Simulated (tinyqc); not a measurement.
Off-state leakage of single and stacked transistors: two steps of the calculation.

n-channel devices of unit width. Subthreshold current I(Vg, Vs, Vd) = I0 (T/300 K)^0.5 exp[(Vg - Vs - VT(T) - gb (Vs - Vb) + dd (Vd - Vs))/(nf Vt)] (1 - exp(-(Vd - Vs)/Vt)), VT(T) = VT - cT (T - 300 K). Gate-edge tunnelling Ig (Vd/1 V) exp(ag (Vd - 1 V)), for a gate at 0 V, and band-to-band leakage Ab u exp(-Bb/u), u = Vd - Vb + 1 V, flow at a drain held at V; both are taken as independent of T. In a stack of off transistors (all gates at 0 V) the same subthreshold current passes through each.

Inputs (values chosen for the exercise); values of the order met in bulk silicon logic transistors:
```
symbol,value,unit,meaning
T,378,K,temperature
V,0.7,V,supply voltage
VT,0.44,V,"threshold at 300 K, zero drain and body bias"
cT,0.6,mV/K,fall of the threshold with temperature
I0,0.11,uA/um,current at threshold at 300 K
nf,1.39,,slope factor
dd,0.04,,drain-induced lowering per volt
gb,0.15,,rise of the threshold per volt of source-body bias
Ig,3e-5,uA/um,gate-edge tunnelling current at 1 V
ag,4.4,1/V,exponential slope of the gate current
Ab,10,uA/(um V),prefactor of band-to-band leakage at the drain
Bb,18,V,its exponential voltage
Vb,0,V,body voltage
```

Constants: q = 1.602176634e-19 C, kB = 1.380649e-23 J/K, Vt = kB T/q. Results are converted to the units shown.

Question 1. Leakage of one transistor. Vg = Vs = 0, Vd = V; effective threshold VT(T) - gb Vb - dd V.

Find: effective threshold; parts; total; shares.

Answer 1.

effective threshold = 0.36520 V
parts (nA/um): subthreshold 0.038781, gate edge 0.0056098, band-to-band 0.42858
total = 0.47298 nA/um
shares (%): subthreshold 8.1993, gate edge 1.1861, band-to-band 90.615

The band-to-band part is the largest.

Question 2. New Vx. Stack of two, Vx the node between them: I_low = I(0, 0, Vx), I_up = I(0, Vx, V), f = ln(I_up/I_low), f' = -(1 + gb + 2 dd)/(nf Vt) - 1/(Vt (exp(Vx/Vt) - 1)) - 1/(Vt (exp((V - Vx)/Vt) - 1)), Vx(new) = Vx - f/f'.

Vx after iteration 1 = 0.034806056 V

Wanted: I_low; I_up; f; f'; Vx after iteration 2.

Answer 2.

I_low = 0.01415 nA/um
I_up = 0.01554 nA/um
f = 0.09372
f' = -43.23 1/V
Vx after iteration 2 = 0.03697 V

Computed by the program tinyqc: `OMP_NUM_THREADS=1 python tinyqc.py 2242081 2242082 out.jsonl`, one thread of a shared Intel Xeon 2.30GHz, about 0.03 s for the whole run.
